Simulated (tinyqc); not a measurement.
Inside a calculation. Model: MOS inversion layer, Poisson-Schroedinger loop.

Program tinyqc, `OMP_NUM_THREADS=1 python tinyqc.py 2160169 2160170 out.jsonl`; Intel Xeon 2.30GHz, shared host, one thread, about 0.5 s. Printed values are rounded.

Electrons confined at an insulator interface at z = 0, treated as a hard wall; parabolic valleys, Hartree approximation, no image or exchange terms. The depletion charge lies far deeper than the electrons and gives a uniform field q Nd/(eps0 eps_r); the gate balances all charge. Energies are counted from the band edge at the interface.

Inputs (values chosen for the exercise); masses and permittivity close to those of In0.53Ga0.47As:

| symbol | value | unit | meaning |
|---|---|---|---|
| T | 77 | K | temperature |
| eps_r | 13.9 |  | relative permittivity |
| mz1 | 0.0415 | m0 | mass along z of valley set A (1 valley(s)) |
| md1 | 0.0411 | m0 | in-plane density-of-states mass of set A |
| Ns | 1.2e12 | cm^-2 | sheet density of electrons |
| Nd | 2.7e12 | cm^-2 | sheet density of depletion charge |
| hz | 1.4 | nm | mesh step |
| a | 0.5 |  | mixing factor |

Constants: q = 1.602176634e-19 C, kB = 1.380649e-23 J/K, hbar = 1.054571817e-34 J s, m0 = 9.1093837015e-31 kg, Vt = kB T/q, eps0 = 8.8541878128e-14 F/cm where lengths are in cm, hbar^2/(2 m0) = 0.0380998212 eV nm^2. Results are converted to the units shown.

Range of the model: The Fermi level lies over 0.25 eV above the band edge at the interface, where non-parabolicity matters for so light a mass.

## Fixed part of the potential

z, node 1 to 15 (nm): 1.4  2.8  4.2  5.6  7  8.4  9.8  11.2  12.6  14  15.4  16.8  18.2  19.6  21

V0 = q Nd z/(eps0 eps_r) in eV.

fixed potential V0, node 1 to 15 (eV): 0.049208  0.098417  0.147625  0.196833  0.246042  0.295250  0.344458  0.393667  0.442875  0.492083  0.541292  0.590500  0.639708  0.688917  0.738125

## Round 1: levels and probability densities

self-consistent potential U at the start, node 1 to 15 (eV): 0  0  0  0  0  0  0  0  0  0  0  0  0  0  0

Tridiagonal Hamiltonian with psi = 0 one step beyond both ends: H_ii = C (1/m_(i-1/2) + 1/m_(i+1/2))/hz^2 + V0_i + U_i, H_(i,i+1) = -C/(m_(i+1/2) hz^2), C = hbar^2/(2 m0). The lowest 2 level(s) are kept, normalised to hz sum |psi|^2 = 1. The mass is the same on all intervals.

levels (eV): A1 0.241714, A2 0.419636

```
node	|psi|^2 of A1 (1/nm)	|psi|^2 of A2 (1/nm)
1	0.068473	0.063475
2	0.172891	0.092806
3	0.196006	0.022030
4	0.144946	0.008833
5	0.079654	0.085083
6	0.034726	0.145383
7	0.012492	0.136633
8	0.003807	0.089198
9	0.001002	0.044573
10	0.000231	0.017973
11	0.000047	0.006043
12	0.000009	0.001731
13	0.000001	0.000426
14	0.000000	0.000088
15	0.000000	0.000012
```

## Round 1: Fermi level and occupations

Level k holds N_k = D_k Vt ln(1 + exp((EF - E_k)/Vt)) with D = md1 m0 q/(pi hbar^2) per eV (spin included); EF is fixed by sum N_k = Ns.

EF = 0.311609 eV
N_k (cm^-2): A1 1.20000e12, A2 9683.86

## Round 1: density, output potential and mixing

n_i = sum_k N_k |psi_k|^2 (converted to cm^-3). Hartree part by Gauss: on the interval before node i the electrons still beyond are S_i = Ns - hz sum_(j<i) n_j, and U_i = U_(i-1) + q S_i hz/(eps0 eps_r) in eV, U_0 = 0 at the interface. Mixing: U(new) = U + a (U(out) - U).

```
node	n (1e18 cm^-3)	U(out) (eV)	U after round 1 (eV)
1	0.82167	0.0218704	0.0109352
2	2.07470	0.0416442	0.0208221
3	2.35207	0.0561244	0.0280622
4	1.73935	0.0646031	0.0323016
5	0.95584	0.0686438	0.0343219
6	0.41671	0.0702457	0.0351228
7	0.14991	0.0707842	0.0353921
8	0.04569	0.0709403	0.0354702
9	0.01202	0.0709798	0.0354899
10	0.00277	0.0709887	0.0354943
11	0.00057	0.0709904	0.0354952
12	0.00010	0.0709908	0.0354954
13	0.00002	0.0709908	0.0354954
14	0.00000	0.0709908	0.0354954
15	0.00000	0.0709908	0.0354954
```

## Course of the self-consistent loop

Start from U = 0. Stop when the largest |U(out) - U| is below 1e-7 eV, or after 60 rounds. From round 2 on: Anderson mixing of depth m keeps the last m inputs V and residuals F = V(out) - V(in), fits c by least squares to F = dF c over their successive differences dF, dV, and sets V(new) = V + a F - (dV + a dF) c. Here m = 4.

Course of the iteration:
```
round	level A1 (eV)	EF (eV)	largest |U(out) - U| (eV)
1	0.241714	0.311609	0.0710
2	0.268253	0.338148	0.0335
3	0.292361	0.362255	8.10e-4
4	0.292934	0.362828	3.39e-5
5	0.292937	0.362832	3.42e-6
6	0.292937	0.362831	1.11e-8
```

Converged in 6 rounds.

## Converged levels, occupations and centroid

converged U, node 1 to 15 (eV): 0.0218704  0.0412315  0.0547468  0.0622087  0.0655613  0.0668194  0.0672217  0.0673331  0.0673601  0.0673660  0.0673671  0.0673673  0.0673673  0.0673673  0.0673673

Solve for the levels with V0 + U, find EF, n_i = sum_k N_k |psi_k|^2 (in cm^-3); share of each level N_k/Ns; centroid sum n z/sum n.

levels (eV): A1 0.292937, A2 0.478748
EF = 0.362831 eV
shares (%): A1 100.000, A2 0.000
n, node 1 to 15 (in units of 1e18 cm^-3): 0.98342  2.29112  2.37240  1.61053  0.82091  0.33538  0.11402  0.03306  0.00832  0.00184  0.00036  0.00006  0.00001  0.00000  0.00000
centroid = 4.31242 nm

An 800-node mesh to 35 nm with 8 levels a set gives A1 = 0.2958 eV, EF = 0.3657 eV and a centroid of 4.395 nm; the levels kept above hold 100 % of the electrons there. The coarse centroid is 1.9 % below the fine one.

## Closed-form estimates

Triangular well: E_k = a_k (C F^2/mz)^(1/3), a_1 = 2.338107, a_2 = 4.087949, C = hbar^2/(2 m0), F in eV/nm. Fang-Howard (all electrons in the lowest level of set A): b^3 = 6 (mz1/C) q (Nd + 11 Ns/32)/(eps0 eps_r), centroid 3/b, level C b^2/(4 mz1) + (3/b) q (Nd + 11 Ns/16)/(eps0 eps_r). Use F = q (Nd + Ns)/(eps0 eps_r), the surface field, and F = q (Nd + Ns/2)/(eps0 eps_r).

A1 with the surface field = 0.311576 eV
A1 with Nd + Ns/2 = 0.278738 eV
A2 with Nd + Ns/2 = 0.487346 eV
b = 0.642161 1/nm
Fang-Howard centroid = 4.67172 nm
Fang-Howard level = 0.309026 eV

Against the self-consistent A1 = 0.2958 eV on a fine mesh, the surface-field estimate is 5.3 % above it, the half-charge one 5.8 % below it and Fang-Howard 4.5 % above it. A1 holds 100 % of the electrons, and the Fang-Howard centroid is 6.3 % above the full one.
